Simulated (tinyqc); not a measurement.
Inside a calculation: quaternary alloy A(x)B(1-x)C(y)D(1-y) matched to a substrate. Values are carried at full precision from step to step, so a last printed digit may differ when a step is redone from the rounded ones.

Matching a(x,y) = a_s gives x = (a_s - y a_BC - (1 - y) a_BD)/(y (a_AC - a_BC) + (1 - y)(a_AD - a_BD)).
Constants: hc = 1239.841984 eV nm.

Values chosen for the exercise (AC, AD, BC, BD near GaAs, GaSb, InAs and InSb; substrate near InAs; shifted at random, so the results belong to these values and not to a real crystal):
```
symbol  value                         unit      meaning
a       (5.659, 6.103, 6.051, 6.482)  angstrom  lattice constants of AC, AD, BC, BD
a_s     6.051                         angstrom  substrate
y       0.92                                    fraction of C
Eg      (1.532, 0.814, 0.42, 0.232)   eV        gaps at Gamma of AC, AD, BC, BD
Cb      (0.433, 0.457, 1.501, 0.571)  eV        bowing of ABC, ABD, ACD, BCD
dx      0.014                                   error of x in growth
```

## The matched composition

Give numerator, denominator and x.

numerator = -0.03448 angstrom
denominator = -0.39096 angstrom
x = 0.0882

## The gap by rule 1

Q(x,y) = x y Q_AC + x (1 - y) Q_AD + (1 - x) y Q_BC + (1 - x)(1 - y) Q_BD for the lattice constant. Gap, rule 1: Q(x,y) - x (1 - x)[y C_ABC + (1 - y) C_ABD] - y (1 - y)[x C_ACD + (1 - x) C_BCD]. Rule 2 (mean of ternaries): {x (1 - x)[y T_ABC(x) + (1 - y) T_ABD(x)] + y (1 - y)[x T_ACD(y) + (1 - x) T_BCD(y)]}/{x (1 - x) + y (1 - y)}, T_ABC(x) = x E_AC + (1 - x) E_BC - C_ABC x (1 - x), T_ACD(y) = y E_AC + (1 - y) E_AD - C_ACD y (1 - y), and alike. Only the Gamma valley is followed.

Give the four weights, the bilinear part, the two bowing terms, the gap and hc/gap.

weights of AC, AD, BC, BD: 0.0811  0.0071  0.8389  0.0729

bilinear part = 0.4993 eV

bowing terms (eV): 0.0350  0.0481

gap = 0.4163 eV
wavelength = 2979 nm

## The gap by rule 2

Give the four ternary gaps and their weighted mean.

T_ABC, T_ABD, T_ACD, T_BCD (eV): 0.4833  0.2466  1.3641  0.3629

gap = 0.4581 eV

Rule 2 lies 42 meV above rule 1: it averages the two bowing terms where rule 1 adds them. Both agree on the ternary edges.

## An error in composition

Replace x by x + dx; mismatch (a_s - a)/a and change of the relaxed gap by rule 1.

a = 6.0455 angstrom
mismatch = 0.091 %
change of the gap = 9.1 meV

The layer would be under tension; the strain shift of the gap is not included.

## Checks

- Lattice constant at the matched composition against a_s (angstrom): both 6.0510.
- Rule 2 as a mean of ternaries against its form with averaged bowing (eV): both 0.4581.

tinyqc: `OMP_NUM_THREADS=1 python tinyqc.py 1080466 1080467 out.jsonl`; about 0.01 s, one thread, shared Intel(R) Xeon(R) Processor @ 2.30GHz.
